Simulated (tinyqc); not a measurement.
# Diffused layer (Gaussian), carriers, mobility and sheet resistance with incomplete ionisation: what changes with what

An n-type layer from the surface x = 0 to the junction xj, N(x) = N0 exp(-(x/Ld)^2). Local neutrality (no depletion at surface or junction, no spilling of carriers), intrinsic carriers neglected, Boltzmann statistics.

Parameters, values chosen for the exercise; values close to those of phosphorus in silicon over a p-type background:
```
symbol    value        unit                                 meaning
T           300           K                             temperature
Nb       2.2e15       cm^-3  background doping of the opposite type
N0       3.6e17       cm^-3             peak chemical concentration
m1         67.3  cm^2/(V s)           mobility limit at high doping
m2         1430  cm^2/(V s)  mobility limit at low doping, at 300 K
Nr      9.23e16       cm^-3    reference doping of the mobility law
am        0.684                        exponent of the mobility law
bt          2.4                          temperature exponent of m2
Ns      4.14e20       cm^-3       solubility limit of active dopant
NB      2.91e19       cm^-3  conduction-band density of states at T
Ei       0.0448          eV   ionisation energy in the dilute limit
gd            2                      degeneracy factor of the level
ks            0       eV cm              lowering of Ei per N^(1/3)
Ld           64          nm            diffusion length 2 sqrt(D t)
```

Constants: q = 1.602176634e-19 C, kB = 1.380649e-23 J/K, Vt = kB T/q. Results are converted to the units shown.

Each table varies one quantity; the others keep the values above.

## Effect of the peak chemical concentration

xj = Ld sqrt(ln(N0/Nb)). Active dopant A = min(N, Ns); n solves n (n + Nb)/(A - Nb - n) = K, K = (NB/gd) exp(-E/Vt), E = max(Ei - ks A^(1/3), 0), so n = 2 K (A - Nb)/[Nb + K + sqrt((Nb + K)^2 + 4 K (A - Nb))]; mobility mu = m1 + (m2 (T/300 K)^(-bt) - m1)/(1 + ((A + Nb)/Nr)^am). Dose = integral of N, carrier sheet density = integral of n, 1/Rs = q integral of n mu, mean mobility 1/(q Rs sheet density), Hall mobility (unit Hall factor) = integral of n mu^2 over integral of n mu, Hall sheet density = (integral of n mu)^2/integral of n mu^2; all from 0 to xj. Integrals on 4000 steps.

Effect of the peak chemical concentration:

| N0 (cm^-3) | xj (nm) | dose (cm^-2) | carriers (cm^-2) | Rs (ohm/square) | mean mobility (cm^2/(V s)) | Rs xj (ohm nm) | Hall/true sheet density |
|---|---|---|---|---|---|---|---|
| 2.2e16 | 97.12 | 1.208e11 | 9.880e10 | 5.797e4 | 1090 | 5.629e6 | 0.9976 |
| 4.1e16 | 109.5 | 2.289e11 | 2.025e11 | 3.110e4 | 991.2 | 3.404e6 | 0.9940 |
| 7.5e16 | 120.2 | 4.220e11 | 3.875e11 | 1.836e4 | 877.2 | 2.207e6 | 0.9870 |
| 1.4e17 | 130.4 | 7.909e11 | 7.347e11 | 1.136e4 | 747.7 | 1.482e6 | 0.9746 |
| 2.6e17 | 139.8 | 1.472e12 | 1.351e12 | 7474 | 618.1 | 1.045e6 | 0.9554 |
| 4.7e17 | 148.2 | 2.663e12 | 2.362e12 | 5256 | 502.7 | 7.791e5 | 0.9304 |
| 8.8e17 | 156.7 | 4.989e12 | 4.149e12 | 3790 | 396.9 | 5.938e5 | 0.8978 |
| 1.6e18 | 164.3 | 9.072e12 | 6.880e12 | 2882 | 314.7 | 4.735e5 | 0.8636 |
| 3e18 | 171.9 | 1.701e13 | 1.132e13 | 2228 | 247.5 | 3.832e5 | 0.8282 |

Read the table: what changes, and by how much?

As N0 goes from 2.2e16 to 3e18, xj rises from 97.1 to 172 nm, Rs falls from 58000 to 2230 ohm/square, the mean mobility falls from 1090 to 247 cm^2/(V s) and the share of the dose that conducts goes from 81.8 through a maximum of 92.9 (at N0 = 1.4e17 among the rows listed) to 66.5 %. Rs goes as dose^(-0.97) at the low end and dose^(-0.41) at the high end; constant mobility and activation would give -1.

## Effect of the background doping of the opposite type

Same model as above.

xj = Ld sqrt(ln(N0/Nb)). Integrals on 4000 steps.

Results:

| Nb (cm^-3) | xj (nm) | dose (cm^-2) | carriers (cm^-2) | Rs (ohm/square) | mean mobility (cm^2/(V s)) | Rs xj (ohm nm) | Hall/true sheet density |
|---|---|---|---|---|---|---|---|
| 1e14 | 183.1 | 2.042e12 | 1.874e12 | 5940 | 560.8 | 1.088e6 | 0.9336 |
| 2.4e14 | 173.1 | 2.042e12 | 1.871e12 | 5955 | 560.1 | 1.031e6 | 0.9344 |
| 5.7e14 | 162.5 | 2.041e12 | 1.866e12 | 5986 | 558.8 | 9.729e5 | 0.9362 |
| 1.4e15 | 150.8 | 2.040e12 | 1.854e12 | 6059 | 555.7 | 9.135e5 | 0.9397 |
| 3.3e15 | 138.6 | 2.037e12 | 1.827e12 | 6211 | 549.9 | 8.610e5 | 0.9457 |
| 1.9e16 | 109.8 | 2.011e12 | 1.648e12 | 7313 | 518.0 | 8.028e5 | 0.9688 |
| 4.5e16 | 92.29 | 1.957e12 | 1.403e12 | 9183 | 484.3 | 8.475e5 | 0.9834 |

Estimate the missing row, Nb = 7.9e15 cm^-3.

Computed row:

| Nb (cm^-3) | xj (nm) | dose (cm^-2) | carriers (cm^-2) | Rs (ohm/square) | mean mobility (cm^2/(V s)) | Rs xj (ohm nm) | Hall/true sheet density |
|---|---|---|---|---|---|---|---|
| 7.9e15 | 125.1 | 2.030e12 | 1.770e12 | 6547 | 538.6 | 8.189e5 | 0.9553 |

With this row back in the table: As Nb goes from 1e14 to 4.5e16, xj falls from 183 to 92.3 nm, Rs rises from 5940 to 9180 ohm/square, the mean mobility falls from 561 to 484 cm^2/(V s) and the share of the dose that conducts falls from 91.8 to 71.7 %.

Numbers from tinyqc (`OMP_NUM_THREADS=1 python tinyqc.py 2110030 2110031 out.jsonl`; about 0.01 s on one thread of a shared Intel Xeon 2.30GHz).
